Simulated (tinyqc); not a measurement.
Doping from the body effect.

Inverse problem. The threshold of a long MOSFET, counted against the source, shifts by gamma (sqrt(2 phiF + Vsb) - sqrt(2 phiF)) with gamma = sqrt(2 eps0 eps_r q N)/Cox. Find 2 phiF, gamma and N from two shifts.

Inputs (values chosen for the exercise):
- eps_r = 11.9 (relative permittivity)

Constants: q = 1.602176634e-19 C, eps0 = 8.8541878128e-14 F/cm where lengths are in cm. Results are converted to the units shown.

|VT - VT(0)| at source-body biases 0.7 and 2.4 V (V): 0.15666926  0.42694413
Cox = 0.52320201 uF/cm^2

Answer. The ratio of the shifts depends on 2 phiF alone and rises steadily with it, so it fixes 2 phiF; either shift then gives gamma, and gamma gives N.

2 phiF = 0.846 V
gamma = 0.484 V^0.5
N = 1.90e17 cm^-3

tinyqc, about 0.01 s, one thread, Intel Xeon 2.30GHz (shared host): `OMP_NUM_THREADS=1 python tinyqc.py 2060149 2060150 out.jsonl`
